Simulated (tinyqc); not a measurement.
## Doping and voltage from widths and field

Inverse problem. In the depletion approximation an abrupt p-n junction has a triangular field: peak E = q Nd xn/(eps0 eps_r) = q Na xp/(eps0 eps_r), W = xn + xp, and Vbi - V = E W/2. Find Nd, Na and Vbi - V.

Values chosen for this exercise:

| symbol | value | unit | meaning |
|---|---|---|---|
| eps_r | 11.7 |  | relative permittivity |

Constants: q = 1.602176634e-19 C, eps0 = 8.8541878128e-14 F/cm where lengths are in cm. Results are converted to the units shown.

W = 73.548689 nm
peak field = 538.35795 kV/cm
xn = 17.404652 nm

Solution. Gauss's law on each side gives its doping from the peak field and its width; the voltage is the area of the triangle.

Nd = 2.000e18 cm^-3
Na = 6.200e17 cm^-3
Vbi - V = 1.980 V

Numbers from tinyqc (`OMP_NUM_THREADS=1 python tinyqc.py 2000006 2000007 out.jsonl`; about 0.02 s on one thread of a shared Intel Xeon 2.30GHz).
